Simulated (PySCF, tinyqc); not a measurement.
G0W0 on RHF in the sto-3g basis, for H3-, spin multiplicity 1, step by step. The basis has no diffuse functions, so it cannot describe the extra electron: this is an exercise in the method, not the real anion. The lowest restricted solution is unstable here: a spin-polarised one lies 0.0977 hartree lower (PySCF). One step of it, computed by the program tinyqc.

Problem. Screening: direct RPA. With D = e_a - e_i and K = (ia|jb): diagonalise D^(1/2) (D + 4K) D^(1/2) = Z w^2 Z^T; X + Y = D^(1/2) Z w^(-1/2), each column of Z with its largest component positive (the first on a tie); E_c = (sum w - tr (D + 2K)) / 2.

orbital energies (hartree): [-0.164609, 0.582527, 0.916777]

Two-electron integrals over orbitals (pq|rs), unique and non-zero (hartree):
```
(11|11) 0.605790    (21|11) -0.036780   (21|21) 0.110505    (22|11) 0.537440
(22|21) 0.110563    (22|22) 0.715063    (31|11) 0.000725    (31|21) 0.000281
(31|22) -0.002386   (31|31) 0.166025    (32|11) 0.000423    (32|21) -0.002403
(32|22) -0.001297   (32|31) -0.078804   (32|32) 0.047990    (33|11) 0.605790
(33|21) -0.086328   (33|22) 0.479858    (33|31) 0.001679    (33|32) 0.001090
(33|33) 0.666278
```

Give: D^(1/2) (D + 4K) D^(1/2); excitation energies w; X + Y; RPA correlation energy.

Solution.

D^(1/2) (D + 4K) D^(1/2) (hartree^2), order 1>3, 2>3:
```
[[1.8875, -0.1895],
 [-0.1895, 0.1759]]
```

excitation energies w (hartree): [0.3939, 1.3814]

X + Y, order 1>3, 2>3:
```
[[0.1802, 0.8795],
 [0.9157, -0.0535]]
```

RPA correlation energy = -0.034183 hartree
